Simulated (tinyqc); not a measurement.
Scale length and length offset from two DIBL values.

Problem. DIBL = exp(-Le/(2 l)) + 2 exp(-Le/l) with Le = L - dL. Find l, dL and the drawn length for a DIBL of 100 mV/V.

DIBL at drawn lengths 29 and 46 nm (mV/V): [128.83191, 28.428554]

Answer. With e = exp(-Le/(2 l)), 2 e^2 + e = DIBL gives e and so Le/l at each length; Le/l is a straight line in L with slope 1/l.

l = 6.20 nm
dL = 1.20 nm
length for 100 mV/V = 31.7 nm

Numbers from tinyqc (`OMP_NUM_THREADS=1 python tinyqc.py 2002031 2002032 out.jsonl`; about 0.01 s on one thread of a shared Intel Xeon 2.30GHz).
